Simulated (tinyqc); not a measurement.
Small-signal admittance of a forward-biased p+-n diode: one step of the calculation.

Holes injected into a neutral base of width wb with an ohmic contact at its end; low injection, p0 far above the equilibrium density. A small voltage v exp(i w t), w = 2 pi f, modulates the edge density by p0 v/Vt, and the small-signal density obeys Dp d2p/dx2 = (1/tau + i w) p.

Question. The same by finite differences. 7 equal intervals, h = wb/7; u = small-signal density over its edge value, u_0 = 1, u_7 = 0; u_(i-1) + b u_i + u_(i+1) = 0 with b = -2 - h^2 (1/tau + i w)/Dp; Y = (q Dp p0/(Vt h)) (-b/2 - u_1), which includes the half box at the edge.

Values chosen for this exercise; permittivity close to that of gallium arsenide:
```
symbol   value    unit                                   meaning
T          275       K                               temperature
Dp           8  cm^2/s                hole diffusion coefficient
tau       8e-9       s                             hole lifetime
wb        0.48      um                 width of the neutral base
p0      1.7e14   cm^-3  excess hole density at the junction edge
f        9.1e7      Hz                          signal frequency
```

Constants: q = 1.602176634e-19 C, kB = 1.380649e-23 J/K, Vt = kB T/q. Results are converted to the units shown.

Find: b; u; Y on the mesh.

Answer.

b = -2.0007-0.0034i
u, node 1 to 6: 0.85570-0.00620i  0.71205-0.00954i  0.56895-0.01048i  0.42631-0.00952i  0.28401-0.00714i  0.14195-0.00381i
Y on the mesh = 193.99+10.57i S/cm^2

Numbers from tinyqc (`OMP_NUM_THREADS=1 python tinyqc.py 2890112 2890113 out.jsonl`; about 0.01 s on one thread of a shared Intel Xeon 2.30GHz).
